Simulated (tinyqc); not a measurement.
Floating body of a partially depleted SOI transistor: body voltage and kink: two steps of the calculation.

Source at 0 V. Channel current Ic = 2 nf K Vt^2 [F(0) - F(Vd)](1 + la Vd), F(V) = ln^2(1 + exp((Vg - VT - nf V)/(2 nf Vt))), VT = VT0 - gb Vb. Saturation voltage Vs = 2 Vt sqrt(F(0)) + 3 Vt, excess Ve = (Vd - Vs + sqrt((Vd - Vs)^2 + 0.0004 V^2))/2, multiplication M1 = Ai Ve exp(-Bl/Ve). Each junction passes D(v) = J1 (exp(v/Vt) - 1) + J2 (exp(v/(2 Vt)) - 1). Bipolar current Ib = bb J1 (exp(Vb/Vt) - 1). The body settles where M1 (Ic + Ib) = D(Vb) + D(Vb - Vd) + Vb/Rb; drain current Id = (1 + M1)(Ic + Ib) - D(Vb - Vd).

Inputs (values chosen for the exercise); values of the order met in partially depleted silicon-on-insulator transistors: temperature T = 300 K; threshold at zero body voltage VT0 = 0.52 V; fall of the threshold per volt of body voltage gb = 0.15; slope factor nf = 1.36; gain factor per width K = 110 uA/(V^2 um); channel-length modulation factor la = 0.03 1/V; impact-ionisation prefactor Ai = 2.06 1/V; impact-ionisation voltage Bl = 5.9 V; diffusion saturation current of each junction J1 = 4.7e-12 uA/um; recombination saturation current of each junction J2 = 4.2e-8 uA/um; gain of the lateral bipolar transistor on the diffusion current bb = 3; resistance of a weak body tie to the source (1e9 stands for no tie, and the term is then dropped) Rb = 1e9 kohm um; gate voltage Vg = 0.79 V; drain voltage Vd = 1 V.

Constants: q = 1.602176634e-19 C, kB = 1.380649e-23 J/K, Vt = kB T/q. Results are converted to the units shown.

Question 1. New Vb. Current into the body I_in = M1 (Ic + Ib) - D(Vb - Vd), current out I_out = D(Vb) + Vb/Rb; f = ln(I_in/I_out), s = df/dVb by central differences over 1e-5 V, Vb(new) = Vb - f/s.

Vb after iteration 1 = 0.49145569 V

Wanted: Ic; Ve; M1; I_in; I_out; f; s; Vb after iteration 2.

Answer 1.

Ic = 4.936 uA/um
Ve = 0.6695 V
M1 = 2.052e-4
I_in = 0.001014 uA/um
I_out = 0.001412 uA/um
f = -0.3313
s = -31.67 1/V
Vb after iteration 2 = 0.4810 V

Question 2. Drain current with floating and with grounded body. Id and VT at the converged Vb, Id at Vb = 0, their ratio, and the bipolar share Ib/(Ic + Ib).

converged Vb = 0.48083496 V

Find: VT; Id, floating; Id, grounded; ratio; bipolar share.

Answer 2.

VT = 0.4479 V
Id, floating = 4.894 uA/um
Id, grounded = 3.072 uA/um
ratio = 1.593
bipolar share = 0.03446 %

The body rises to 0.481 V and lowers the threshold by 72.1 mV.

Range of the model: The multiplication law is an empirical form chosen for the exercise; self-heating and capacitive coupling to the body are left out, and the linear laws are rough once Vb passes about 0.7 V or M1 about 0.1.

Computed by the program tinyqc: `OMP_NUM_THREADS=1 python tinyqc.py 2182086 2182087 out.jsonl`, one thread of a shared Intel Xeon 2.30GHz, about 0.2 s for the whole run.
